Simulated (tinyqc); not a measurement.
RHF in the sto-3g basis, for H6, spin multiplicity 1, step by step (part 1 of 2). Computed by tinyqc, a small Python program that keeps every step (integrals from PySCF). Settings: charge = 0, multiplicity = 1, basis = sto-3g, energy threshold = 1e-09, iteration cap = 51, orthogonalisation = canonical, start = random, DIIS depth = 6, damping = 0.5, method = RHF. Command: `OMP_NUM_THREADS=1 python tinyqc.py 20958 20959 out.jsonl` (the two numbers bound the seeds that draw the settings). One thread of a shared host (Intel(R) Xeon(R) Processor @ 2.60GHz), about 0.07 s of CPU time with the checks. Later iterations appear only in the table of the cycle.

## One-electron integrals

Geometry (angstrom):
```
atom        x        y        z
H     0.00000  0.00000  0.00000
H     0.00000  0.00000  0.73000
H     0.00000  0.00000  1.70500
H     0.00000  0.00000  2.43500
H     0.00000  0.00000  3.41000
H     0.00000  0.00000  4.14100
```

Basis sto-3g: exponents (1/bohr^2) and contraction coefficients of normalised primitives:
```
element  l (shell)  exponent  coefficient
H            s (1)   3.42525      0.15433
H            s (1)   0.62391      0.53533
H            s (1)   0.16886      0.44463
```

Overlap, kinetic and nuclear-attraction integrals over the contracted functions; the nuclear repulsion is the sum of Za Zb / Rab.

nuclear repulsion = 5.5706100 hartree

overlap S, lower triangle:
```
         1H 1s    2H 1s    3H 1s    4H 1s    5H 1s    6H 1s
1H 1s  1.00000
2H 1s  0.66642  1.00000
3H 1s  0.18985  0.51133  1.00000
4H 1s  0.05588  0.18985  0.66642  1.00000
5H 1s  0.00740  0.03505  0.18985  0.51133  1.00000
6H 1s  0.00123  0.00738  0.05578  0.18956  0.66577  1.00000
```

kinetic energy T (hartree), lower triangle:
```
          1H 1s     2H 1s     3H 1s     4H 1s    5H 1s    6H 1s
1H 1s   0.76003
2H 1s   0.24297   0.76003
3H 1s  -0.00285   0.12085   0.76003
4H 1s  -0.01101  -0.00285   0.24297   0.76003
5H 1s  -0.00361  -0.00938  -0.00285   0.12085  0.76003
6H 1s  -0.00088  -0.00360  -0.01101  -0.00289  0.24236  0.76003
```

nuclear attraction V (hartree), lower triangle:
```
          1H 1s     2H 1s     3H 1s     4H 1s     5H 1s     6H 1s
1H 1s  -2.69768
2H 1s  -1.85938  -3.07433
3H 1s  -0.51230  -1.49390  -3.24883
4H 1s  -0.14910  -0.53863  -2.08512  -3.24874
5H 1s  -0.01915  -0.09409  -0.53860  -1.49376  -3.07372
6H 1s  -0.00313  -0.01911  -0.14880  -0.51140  -1.85682  -2.69671
```

core Hamiltonian H = T + V (hartree), lower triangle:
```
          1H 1s     2H 1s     3H 1s     4H 1s     5H 1s     6H 1s
1H 1s  -1.93765
2H 1s  -1.61641  -2.31430
3H 1s  -0.51515  -1.37305  -2.48880
4H 1s  -0.16011  -0.54148  -1.84215  -2.48871
5H 1s  -0.02276  -0.10347  -0.54145  -1.37291  -2.31369
6H 1s  -0.00402  -0.02271  -0.15980  -0.51429  -1.61446  -1.93668
```

## Two-electron integrals

Functions are numbered as in S; the eight-fold symmetry (ij|kl) = (ji|kl) = (kl|ij) leaves the list below.

Two-electron integrals (ij|kl) in chemists' order, unique and non-zero (hartree):
```
(11|11) 0.77461    (21|11) 0.45031    (21|21) 0.30427    (22|11) 0.57376
(22|21) 0.45031    (22|22) 0.77461    (31|11) 0.09616    (31|21) 0.07094
(31|22) 0.11690    (31|31) 0.01960    (32|11) 0.21216    (32|21) 0.17425
(32|22) 0.32102    (32|31) 0.05485    (32|32) 0.16851    (33|11) 0.30733
(33|21) 0.25540    (33|22) 0.48626    (33|31) 0.09616    (33|32) 0.32102
(33|33) 0.77461    (41|11) 0.02337    (41|21) 0.01776    (41|22) 0.03015
(41|31) 0.00529    (41|32) 0.01546    (41|33) 0.03015    (41|41) 0.00152
(42|11) 0.06452    (42|21) 0.05250    (42|22) 0.09616    (42|31) 0.01750
(42|32) 0.05485    (42|33) 0.11690    (42|41) 0.00529    (42|42) 0.01960
(43|11) 0.17082    (43|21) 0.13802    (43|22) 0.25540    (43|31) 0.05250
(43|32) 0.17425    (43|33) 0.45031    (43|41) 0.01776    (43|42) 0.07094
(43|43) 0.30427    (44|11) 0.21719    (44|21) 0.17082    (44|22) 0.30733
(44|31) 0.06452    (44|32) 0.21216    (44|33) 0.57376    (44|41) 0.02337
(44|42) 0.09616    (44|43) 0.45031    (44|44) 0.77461    (51|11) 0.00236
(51|21) 0.00186    (51|22) 0.00330    (51|31) 0.00061    (51|32) 0.00187
(51|33) 0.00400    (51|41) 0.00019    (51|42) 0.00069    (51|43) 0.00253
(51|44) 0.00358    (51|51) 2.48e-05   (52|11) 0.00938    (52|21) 0.00754
(52|22) 0.01372    (52|31) 0.00262    (52|32) 0.00833    (52|33) 0.01895
(52|41) 0.00084    (52|42) 0.00321    (52|43) 0.01262    (52|44) 0.01895
(52|51) 0.00012    (52|52) 0.00058    (53|11) 0.04009    (53|21) 0.03145
(53|22) 0.05637    (53|31) 0.01159    (53|32) 0.03760    (53|33) 0.09616
(53|41) 0.00402    (53|42) 0.01612    (53|43) 0.07094    (53|44) 0.11690
(53|51) 0.00061    (53|52) 0.00321    (53|53) 0.01960    (54|11) 0.09309
(54|21) 0.07126    (54|22) 0.12431    (54|31) 0.02567    (54|32) 0.08192
(54|33) 0.21216    (54|41) 0.00922    (54|42) 0.03760    (54|43) 0.17425
(54|44) 0.32102    (54|51) 0.00150    (54|52) 0.00833    (54|53) 0.05485
(54|54) 0.16851    (55|11) 0.15518    (55|21) 0.11614    (55|22) 0.19741
(55|31) 0.04009    (55|32) 0.12431    (55|33) 0.30733    (55|41) 0.01405
(55|42) 0.05637    (55|43) 0.25540    (55|44) 0.48626    (55|51) 0.00236
(55|52) 0.01372    (55|53) 0.09616    (55|54) 0.32102    (55|55) 0.77461
(61|11) 0.00032    (61|21) 0.00025    (61|22) 0.00046    (61|31) 0.00009
(61|32) 0.00028    (61|33) 0.00065    (61|41) 2.86e-05   (61|42) 0.00011
(61|43) 0.00043    (61|44) 0.00065    (61|51) 4.03e-06   (61|52) 1.99e-05
(61|53) 0.00011    (61|54) 0.00028    (61|55) 0.00046    (61|61) 6.83e-07
(62|11) 0.00166    (62|21) 0.00131    (62|22) 0.00235    (62|31) 0.00047
(62|32) 0.00149    (62|33) 0.00357    (62|41) 0.00016    (62|42) 0.00061
(62|43) 0.00252    (62|44) 0.00399    (62|51) 2.29e-05   (62|52) 0.00012
(62|53) 0.00069    (62|54) 0.00187    (62|55) 0.00329    (62|61) 4.02e-06
(62|62) 2.47e-05   (63|11) 0.01036    (63|21) 0.00798    (63|22) 0.01402
(63|31) 0.00288    (63|32) 0.00920    (63|33) 0.02332    (63|41) 0.00100
(63|42) 0.00401    (63|43) 0.01772    (63|44) 0.03009    (63|51) 0.00016
(63|52) 0.00084    (63|53) 0.00528    (63|54) 0.01543    (63|55) 0.03009
(63|61) 2.86e-05   (63|62) 0.00019    (63|63) 0.00151    (64|11) 0.03090
(64|21) 0.02332    (64|22) 0.04002    (64|31) 0.00818    (64|32) 0.02563
(64|33) 0.06441    (64|41) 0.00288    (64|42) 0.01157    (64|43) 0.05240
(64|44) 0.09599    (64|51) 0.00047    (64|52) 0.00262    (64|53) 0.01747
(64|54) 0.05475    (64|55) 0.11671    (64|61) 0.00009    (64|62) 0.00061
(64|63) 0.00527    (64|64) 0.01953    (65|11) 0.09349    (65|21) 0.06915
(65|22) 0.11600    (65|31) 0.02333    (65|32) 0.07117    (65|33) 0.17062
(65|41) 0.00799    (65|42) 0.03141    (65|43) 0.13785    (65|44) 0.25507
(65|51) 0.00131    (65|52) 0.00753    (65|53) 0.05243    (65|54) 0.17402
(65|55) 0.44973    (65|61) 0.00025    (65|62) 0.00186    (65|63) 0.01771
(65|64) 0.07075    (65|65) 0.30360    (66|11) 0.12779    (66|21) 0.09357
(66|22) 0.15514    (66|31) 0.03094    (66|32) 0.09305    (66|33) 0.21710
(66|41) 0.01038    (66|42) 0.04007    (66|43) 0.17074    (66|44) 0.30716
(66|51) 0.00166    (66|52) 0.00937    (66|53) 0.06449    (66|54) 0.21203
(66|55) 0.57338    (66|61) 0.00032    (66|62) 0.00235    (66|63) 0.02332
(66|64) 0.09599    (66|65) 0.44973    (66|66) 0.77461
```

## Orthogonalisation

S = U s U^T; canonical form X = U s^(-1/2), so that X^T S X = 1. Each column of U has its largest component positive (the first on a tie).

eigenvalues of S: 0.15391  0.25464  0.42767  1.07119  1.71571  2.37687

X:
```
              1         2         3         4         5        6
1H 1s   0.56881  -0.83223  -0.71355   0.47375  -0.36788  0.18738
2H 1s  -1.01026   1.06105   0.48620   0.21125  -0.37532  0.26399
3H 1s   1.38235  -0.37984   0.64969  -0.44437  -0.12269  0.32515
4H 1s  -1.38139  -0.38499  -0.64839  -0.44439   0.12323  0.32507
5H 1s   1.00685   1.06119  -0.48865   0.21126   0.37555  0.26372
6H 1s  -0.56592  -0.83067   0.71512   0.47423   0.36792  0.18703
```

## Starting guess

The start is random orthonormal orbitals; D = 2 C_occ C_occ^T.

D at the start, lower triangle:
```
          1H 1s     2H 1s     3H 1s     4H 1s     5H 1s    6H 1s
1H 1s   1.21959
2H 1s  -1.29900   2.05351
3H 1s  -1.00889   0.62017   1.72795
4H 1s   0.59853  -0.74128  -1.77147   3.40947
5H 1s   0.39095   0.55494   0.29973  -2.90928   4.34255
6H 1s  -0.14474  -1.22587   0.97246   0.33461  -2.23000  2.87191
```

## Iteration 1: building the Fock matrix

J_ij = sum D_kl (ij|kl), K_ij = sum D_kl (ik|jl); F = H + J - 0.5 K; E = tr D H + tr D J / 2 - 0.25 tr D K + E_nn.

Coulomb J (hartree), lower triangle:
```
         1H 1s    2H 1s    3H 1s    4H 1s    5H 1s    6H 1s
1H 1s  1.77605
2H 1s  1.34108  2.32141
3H 1s  0.41179  1.23901  2.59999
4H 1s  0.12413  0.45707  1.72842  2.70252
5H 1s  0.01683  0.08422  0.48631  1.38411  2.92349
6H 1s  0.00283  0.01767  0.14076  0.49765  1.84882  2.68392
```

exchange K (hartree), lower triangle:
```
          1H 1s     2H 1s     3H 1s    4H 1s    5H 1s    6H 1s
1H 1s   0.31828
2H 1s   0.27680   0.92900
3H 1s   0.05632   0.59256   0.81191
4H 1s   0.00221   0.10990   0.32447  0.50340
5H 1s   0.01149  -0.03433  -0.06596  0.07387  1.04350
6H 1s  -0.04492  -0.08011  -0.02175  0.00202  0.77057  1.29203
```

Fock matrix F (hartree), lower triangle:
```
          1H 1s     2H 1s     3H 1s     4H 1s     5H 1s    6H 1s
1H 1s  -0.32074
2H 1s  -0.41373  -0.45739
3H 1s  -0.13152  -0.43032  -0.29476
4H 1s  -0.03709  -0.13936  -0.27597  -0.03789
5H 1s  -0.01167  -0.00208  -0.02216  -0.02574   0.08805
6H 1s   0.02128   0.03502  -0.00817  -0.01766  -0.15092  0.10123
```

total energy of this density = 0.8833946 hartree

This density is the starting one.

## Iteration 1: diagonalisation and new density

Diagonalise F' = X^T F X, C = X C', fill 3 alpha and 3 beta electrons from the bottom; D = 2 C_occ C_occ^T; the new density keeps 0.5 of the old one (damping). Each column has its largest component positive (the first on a tie).

F' = X^T F X (hartree), lower triangle:
```
          1         2         3         4         5         6
1   1.29363
2   0.05703   0.65969
3  -0.04468  -0.24104   0.19174
4  -0.11073  -0.03681   0.15987  -0.14155
5  -0.03748   0.06333   0.03315   0.06730  -0.28242
6  -0.00248  -0.04037  -0.13841   0.01840   0.23058  -0.30898
```

orbital energies (hartree): MO1 -0.55857, MO2 -0.24906, MO3 -0.03523, MO4 0.17797, MO5 0.76234, MO6 1.31465

coefficients C:
```
            MO1       MO2       MO3       MO4       MO5       MO6
1H 1s   0.15593   0.81049   0.14221   0.78812  -0.60158  -0.48553
2H 1s   0.64432  -0.02613  -0.09218  -0.77067   0.87993   0.91951
3H 1s   0.38734  -0.55787  -0.01137  -0.20881  -0.75887  -1.30944
4H 1s   0.00526  -0.28331   0.04526   0.96934   0.16203   1.32174
5H 1s  -0.05453   0.15202   0.55233  -0.10428   1.01140  -1.12646
6H 1s  -0.03935  -0.02063   0.52070  -0.35606  -0.96829   0.76121
```

D after iteration 1, lower triangle:
```
          1H 1s     2H 1s     3H 1s     4H 1s     5H 1s    6H 1s
1H 1s   1.31123
2H 1s  -0.58332   1.45109
3H 1s  -0.89782   0.57528   1.32536
4H 1s   0.07690  -0.36402  -0.72616   1.78708
5H 1s   0.38873   0.18745   0.03765  -1.47300   2.50243
6H 1s  -0.02118  -0.68575   0.47658   0.19651  -0.82839  1.70906
```

## Iteration 2: building the Fock matrix

As before.

Coulomb J (hartree), lower triangle:
```
         1H 1s    2H 1s    3H 1s    4H 1s    5H 1s    6H 1s
1H 1s  2.10405
2H 1s  1.51750  2.50639
3H 1s  0.44201  1.28516  2.61730
4H 1s  0.12941  0.46209  1.68580  2.53708
5H 1s  0.01691  0.08232  0.45883  1.26631  2.60376
6H 1s  0.00277  0.01691  0.13066  0.45110  1.63867  2.35145
```

exchange K (hartree), lower triangle:
```
          1H 1s     2H 1s    3H 1s    4H 1s    5H 1s    6H 1s
1H 1s   0.85430
2H 1s   0.68324   1.17271
3H 1s   0.16606   0.71582  1.08119
4H 1s   0.01777   0.22552  0.59340  0.66583
5H 1s   0.01075   0.00833  0.09146  0.31153  1.13361
6H 1s  -0.01726  -0.03857  0.03890  0.17706  0.91232  1.21798
```

Fock matrix F (hartree), lower triangle:
```
          1H 1s     2H 1s     3H 1s     4H 1s     5H 1s     6H 1s
1H 1s  -0.26075
2H 1s  -0.44053  -0.39427
3H 1s  -0.15618  -0.44580  -0.41210
4H 1s  -0.03959  -0.19215  -0.45305  -0.28454
5H 1s  -0.01122  -0.02531  -0.12836  -0.26237  -0.27674
6H 1s   0.00739   0.01348  -0.04859  -0.15172  -0.43195  -0.19421
```

total energy of this density = -0.8062647 hartree

This density is a damped mixture and is not idempotent.

## Iteration 2: DIIS over 2 matrices

error matrix X^T (FDS - SDF) X:
```
          1         2         3         4         5         6
1   0.00000   0.17677   0.02632   0.56590   0.28543   0.14111
2  -0.17677   0.00000   0.02683   0.04627  -0.47088   0.23073
3  -0.02632  -0.02683   0.00000  -0.23558   0.06277   0.36315
4  -0.56590  -0.04627   0.23558   0.00000   0.08860  -0.01479
5  -0.28543   0.47088  -0.06277  -0.08860   0.00000  -0.02788
6  -0.14111  -0.23073  -0.36315   0.01479   0.02788   0.00000
```

B (overlaps of the stored error matrices):
```
               1              2
1  4.4691945e+00  2.6893978e+00
2  2.6893978e+00  1.8630988e+00
```

Minimise |sum c_i e_i|^2 with sum c_i = 1: solve [B -1; -1 0][c; lambda] = [0; -1] with B_ij = tr e_i^T e_j, and take F = sum c_i F_i.

DIIS coefficients: -0.86660  1.86660

extrapolated F (hartree), lower triangle:
```
          1H 1s     2H 1s     3H 1s     4H 1s     5H 1s     6H 1s
1H 1s  -0.20877
2H 1s  -0.46375  -0.33957
3H 1s  -0.17754  -0.45922  -0.51378
4H 1s  -0.04176  -0.23789  -0.60652  -0.49829
5H 1s  -0.01083  -0.04545  -0.22039  -0.46743  -0.59287
6H 1s  -0.00465  -0.00518  -0.08362  -0.26790  -0.67549  -0.45024
```

## Iteration 2: diagonalisation and new density

As before.

F' = X^T F X (hartree), lower triangle:
```
          1         2         3         4         5         6
1   1.40809
2  -0.12090   0.85983
3  -0.07335   0.06296   0.33564
4  -0.05703  -0.06477   0.03064  -0.36612
5  -0.02470  -0.02140   0.05792  -0.10125  -0.58608
6  -0.00941  -0.02485  -0.04402   0.04176  -0.09322  -0.75098
```

orbital energies (hartree): MO1 -0.79406, MO2 -0.60443, MO3 -0.31788, MO4 0.33165, MO5 0.84369, MO6 1.44141

coefficients C:
```
           MO1       MO2       MO3       MO4       MO5       MO6
1H 1s  0.00415   0.11876   0.57865  -0.60400  -0.77792   0.77542
2H 1s  0.10473   0.34048   0.41016   0.28837   0.84355  -1.24425
3H 1s  0.25528   0.45318  -0.27095   0.72500   0.00250   1.38777
4H 1s  0.31056   0.19977  -0.45350  -0.70732  -0.70479  -1.20672
5H 1s  0.42272  -0.38993   0.16084  -0.50918   1.18096   0.78951
6H 1s  0.31559  -0.34069   0.25530   0.78930  -0.90041  -0.44981
```

D after iteration 2, lower triangle:
```
          1H 1s     2H 1s     3H 1s     4H 1s     5H 1s    6H 1s
1H 1s   1.00458
2H 1s  -0.01345   1.02067
3H 1s  -0.55082   0.35754   1.00664
4H 1s  -0.19896  -0.26748  -0.07039   1.23555
5H 1s   0.24288   0.07120  -0.09355  -0.75606   1.60783
6H 1s   0.09799  -0.32111   0.09528   0.01243  -0.10688  1.13537
```

## Iteration 3: building the Fock matrix

As before.

Coulomb J (hartree), lower triangle:
```
         1H 1s    2H 1s    3H 1s    4H 1s    5H 1s    6H 1s
1H 1s  2.13787
2H 1s  1.53166  2.50151
3H 1s  0.44404  1.28441  2.64639
4H 1s  0.13064  0.46643  1.72161  2.59727
5H 1s  0.01710  0.08315  0.46389  1.27032  2.54406
6H 1s  0.00281  0.01705  0.13078  0.44645  1.58473  2.24518
```

exchange K (hartree), lower triangle:
```
          1H 1s     2H 1s    3H 1s    4H 1s    5H 1s    6H 1s
1H 1s   1.02442
2H 1s   0.87110   1.23473
3H 1s   0.24389   0.72283  1.20936
4H 1s   0.03411   0.27379  0.83368  0.97050
5H 1s   0.00639   0.03074  0.19950  0.49826  1.22083
6H 1s  -0.00085  -0.01551  0.05244  0.25110  0.99140  1.19161
```

Fock matrix F (hartree), lower triangle:
```
          1H 1s     2H 1s     3H 1s     4H 1s     5H 1s     6H 1s
1H 1s  -0.31200
2H 1s  -0.52030  -0.43016
3H 1s  -0.19306  -0.45006  -0.44709
4H 1s  -0.04653  -0.21195  -0.53738  -0.37668
5H 1s  -0.00886  -0.03569  -0.17732  -0.35172  -0.38004
6H 1s  -0.00078   0.00210  -0.05524  -0.19339  -0.52543  -0.28730
```

total energy of this density = -1.8995894 hartree

This density is a damped mixture and is not idempotent.

## Iteration 3: DIIS over 3 matrices

error matrix X^T (FDS - SDF) X:
```
          1         2         3         4         5         6
1   0.00000   0.09606   0.01642   0.33715   0.14672   0.09696
2  -0.09606   0.00000   0.01493   0.01758  -0.23752   0.13701
3  -0.01642  -0.01493   0.00000  -0.12886   0.00259   0.22025
4  -0.33715  -0.01758   0.12886   0.00000   0.04915  -0.00001
5  -0.14672   0.23752  -0.00259  -0.04915   0.00000  -0.00883
6  -0.09696  -0.13701  -0.22025   0.00001   0.00883   0.00000
```

B (overlaps of the stored error matrices), lower triangle:
```
               1              2              3
1  4.4691945e+00
2  2.6893978e+00  1.8630988e+00
3  1.4953873e+00  1.0470761e+00  5.9485746e-01
```

As before.

DIIS coefficients: 0.03841  -1.32134  2.28293

extrapolated F (hartree), lower triangle:
```
          1H 1s     2H 1s     3H 1s     4H 1s     5H 1s     6H 1s
1H 1s  -0.38005
2H 1s  -0.62160  -0.47862
3H 1s  -0.23943  -0.45492  -0.48748
4H 1s  -0.05534  -0.23534  -0.63877  -0.48542
5H 1s  -0.00584  -0.04810  -0.23604  -0.45726  -0.49856
6H 1s  -0.01072  -0.01167  -0.06222  -0.24170  -0.63456  -0.39538
```

## Iteration 3: diagonalisation and new density

As before.

F' = X^T F X (hartree), lower triangle:
```
          1         2         3         4         5         6
1   1.51907
2  -0.00331   0.90104
3  -0.00640   0.00822   0.45506
4  -0.00355  -0.07441  -0.00236  -0.41444
5  -0.03948  -0.00740   0.01740  -0.00497  -0.63740
6  -0.00293  -0.00331  -0.00489   0.00967  -0.00687  -0.77658
```

orbital energies (hartree): MO1 -0.77719, MO2 -0.63824, MO3 -0.41825, MO4 0.45516, MO5 0.90541, MO6 1.51986

coefficients C:
```
           MO1       MO2       MO3       MO4       MO5       MO6
1H 1s  0.15513   0.34698  -0.43910  -0.70152  -0.86645   0.58316
2H 1s  0.24055   0.40137  -0.28691   0.45268   1.05224  -1.01224
3H 1s  0.33472   0.13723   0.44900   0.66280  -0.33560   1.38242
4H 1s  0.33661  -0.07864   0.46327  -0.64890  -0.37929  -1.37701
5H 1s  0.27767  -0.40047  -0.26802  -0.49680   1.04114   0.99688
6H 1s  0.19264  -0.34404  -0.42336   0.73090  -0.84772  -0.57389
```

D after iteration 3, lower triangle:
```
          1H 1s     2H 1s     3H 1s     4H 1s    5H 1s    6H 1s
1H 1s   0.83956
2H 1s   0.29584   0.81162
3H 1s  -0.37302   0.18554   0.83579
4H 1s  -0.27797  -0.21725   0.27469   0.95189
5H 1s   0.14325   0.01855  -0.12913  -0.37723  1.11323
6H 1s   0.14540  -0.13083  -0.12518  -0.09801  0.25130  0.90240
```

## Iteration 34 (converged): orbitals

converged F (hartree), lower triangle:
```
          1H 1s     2H 1s     3H 1s     4H 1s     5H 1s     6H 1s
1H 1s  -0.37666
2H 1s  -0.61380  -0.47578
3H 1s  -0.23181  -0.44599  -0.49038
4H 1s  -0.06030  -0.23358  -0.63738  -0.49037
5H 1s  -0.00788  -0.04858  -0.23359  -0.44591  -0.47519
6H 1s  -0.00696  -0.00786  -0.06016  -0.23148  -0.61322  -0.37602
```

Diagonalise F' = X^T F X, C = X C', fill 3 alpha and 3 beta electrons from the bottom; D = 2 C_occ C_occ^T. Each column has its largest component positive (the first on a tie).

F' = X^T F X (hartree), lower triangle:
```
          1         2         3         4         5         6
1   1.48772
2   0.00025   0.88471
3  -0.02068  -0.00024   0.43669
4   0.00006  -0.08213   0.00024  -0.41221
5  -0.04459   0.00002   0.01169   0.00013  -0.62074
6   0.00007  -0.00008  -0.00002   0.01946   0.00008  -0.76523
```

orbital energies (hartree): MO1 -0.76631, MO2 -0.62180, MO3 -0.41631, MO4 0.43639, MO5 0.88989, MO6 1.48908

coefficients C:
```
           MO1       MO2       MO3       MO4       MO5       MO6
1H 1s  0.16321  -0.34842  -0.43007  -0.70606  -0.86042   0.59023
2H 1s  0.24923  -0.40170  -0.29157   0.46260   1.04559  -1.01108
3H 1s  0.35037  -0.10000   0.44892   0.67573  -0.35230   1.37131
4H 1s  0.35025   0.10154   0.44869  -0.67505  -0.35557  -1.37069
5H 1s  0.24844   0.40174  -0.29228  -0.46381   1.04542   1.00861
6H 1s  0.16252   0.34813  -0.43076   0.70696  -0.85917  -0.58804
```

D after iteration 34, lower triangle:
```
          1H 1s     2H 1s     3H 1s     4H 1s    5H 1s    6H 1s
1H 1s   0.66600
2H 1s   0.61207   0.61698
3H 1s  -0.20208  -0.00679   0.66859
4H 1s  -0.34236  -0.16863   0.62798   0.66861
5H 1s   0.05254  -0.02848  -0.16867  -0.00667  0.61710
6H 1s   0.18097   0.05252  -0.34250  -0.20201  0.61227  0.66631
```
